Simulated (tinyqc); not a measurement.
Band filling: full bands against the rectangular model: Slater-Koster d bands of a bcc metal.

Slater-Koster d bands. For a bond with direction cosines (l, m, n) the 5 x 5 block is dds Ps + ddp Pp + ddd (1 - Ps - Pp), the projectors on sigma, pi and delta states about the bond; for instance <xy|xy> = 3 l^2 m^2 dds + (l^2 + m^2 - 4 l^2 m^2) ddp + (n^2 + l^2 m^2) ddd, <xy|yz> = 3 l m^2 n dds + l n (1 - 4 m^2) ddp + l n (m^2 - 1) ddd and <3z2-r2|3z2-r2> = (n^2 - (l^2 + m^2)/2)^2 dds + 3 n^2 (l^2 + m^2) ddp + (3/4)(l^2 + m^2)^2 ddd. H(k) sums the blocks times cos(k.R) over the neighbours; the d level is the zero of energy; k in 2 pi/a.

Neighbours: eight at (a/2)(1,1,1) and equivalents, and six at a(1,0,0) and equivalents with the integrals times f2.

Mesh: k = f1 b1 + f2 b2 + f3 b3 with fractions (j + 1/2)/N, j = 0 to N - 1, and b = (-1,1,1), (1,-1,1), (1,1,-1) for fcc, (0,1,1), (1,0,1), (1,1,0) for bcc, unit vectors for simple cubic. The lowest Nd/10 of all levels are filled with two electrons each; the bond energy is their sum per atom.

Inputs chosen for the exercise (of the size met in Mo; the results hold for these values, not for the real material):
```
symbol  value   unit  meaning
dds     -1.332  eV    dd sigma
ddp     0.559   eV    dd pi
ddd     -0.24   eV    dd delta
f2      0.487         factor on all three integrals for second neighbours
N       8             mesh
```

W = sqrt(12 mu2) with mu2 the mean square level on the mesh; rectangular model: Fermi level W (Nd/10 - 1/2), bond energy -W Nd (10 - Nd)/20. The Fermi level of the mesh is the highest filled level.

Per atom (eV):
```
Nd  EF, bands  bond energy, bands  EF, rectangle  bond energy, rectangle
1      -2.871              -3.146         -3.016                  -3.393
2      -2.444              -5.785         -2.262                  -6.033
3      -2.082              -8.047         -1.508                  -7.918
4      -0.903              -9.506         -0.754                  -9.049
5       0.634              -9.607          0.000                  -9.426
6       1.002              -8.814          0.754                  -9.049
7       1.555              -7.496          1.508                  -7.918
8       1.894              -5.769          2.262                  -6.033
9       2.872              -3.462          3.016                  -3.393
```

W = 7.541 eV
full width on the mesh = 8.467 eV

The bond energy is deepest at Nd = 5 (-9.607 eV); the rectangle has its minimum at 5. The two differ most at Nd = 4, by 0.457 eV or 5 % of the deepest value: the second moment fixes the parabola, and higher moments the rest. At Nd = 3 and 7 the bands give -8.047 and -7.496 eV, a skew towards less than half filling.

Program tinyqc; command `OMP_NUM_THREADS=1 python tinyqc.py 1450326 1450327 out.jsonl`; about 0.03 s on one thread of a shared Intel(R) Xeon(R) Processor @ 2.30GHz.
